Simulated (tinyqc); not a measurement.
Phonon-assisted absorption at an indirect gap, step by step. Values are carried at full precision from step to step, so a last printed digit may differ when a step is redone from the rounded ones.

alpha(E) = sum_j A_j [N_j (E - Eg + w_j)^2 + (N_j + 1)(E - Eg - w_j)^2], each bracket counted only where its base is positive; N_j = 1/(exp(w_j/kB T) - 1). The first term absorbs a phonon and the second emits one; excitons and direct transitions are left out.

Constants: kB = 8.617333262e-05 eV/K.

Values chosen for the exercise (loosely those of Si at room temperature; Eg is not tied to T; the results hold for these values, not for the real material):
```
symbol  value         unit         meaning
Eg      1.128         eV           indirect gap, held fixed unless listed
w       (55.8, 17.9)  meV          two zone-edge phonons
A       (3500, 630)   1/(cm eV^2)  their strengths
T       400           K
E       1.34          eV           photon energy
nr      3.61                       refractive index
d       38            micrometre   thickness
xj      0.064         micrometre   dead layer at the surface
W       0.9           micrometre   depleted width
L       2.3           micrometre   minority diffusion length below it
```

## The four branches at one energy

Evaluate the occupations and each term.

N_j: 0.2471  1.469

terms with phonon absorption (1/cm): 62.02  48.91

terms with phonon emission (1/cm): 106.5  58.60

alpha = 276.0 1/cm
wavelength hc/E (hc = 1239.841984 eV nm) = 925.3 nm

Phonon absorption supplies 40.2 % of alpha; the depth 1/alpha is 36.2 micrometre.

## What a slab does with it

Slab of thickness d in air, incoherent passes: R = ((nr - 1)/(nr + 1))^2, x = exp(-alpha d); transmitted Tr = (1 - R)^2 x/(1 - R^2 x^2), reflected Rt = R + (1 - R)^2 R x^2/(1 - R^2 x^2), absorbed Ab = (1 - R)(1 - x)/(1 - R x).

d in cm is 1e-4 times the value in micrometres.

R = 0.3205
x = 0.3503
Tr = 0.1638
Rt = 0.3389
Ab = 0.4973

A single pass would absorb (1 - R)(1 - x) = 0.4414; the back face adds 0.0558.

## Quantum efficiency of a diode

Photodiode (Gaertner form with a dead layer): QE = (1 - R) exp(-alpha xj) [1 - exp(-alpha W)/(1 + alpha L)], R = ((nr - 1)/(nr + 1))^2; responsivity = QE/E in A/W for E in eV.

Evaluate the factors; 1 micrometre = 1e-4 cm.

passes the dead layer = 0.9982
collected share = 0.0828
QE = 0.0561
responsivity = 0.0419 A/W

Without diffusion from below the collected share would be 0.0245.

## Checks

- Tr + Rt + Ab against 1: both 1.000000.

tinyqc: `OMP_NUM_THREADS=1 python tinyqc.py 1651370 1651371 out.jsonl`; about 0.01 s, one thread, shared Intel(R) Xeon(R) Processor @ 2.30GHz.
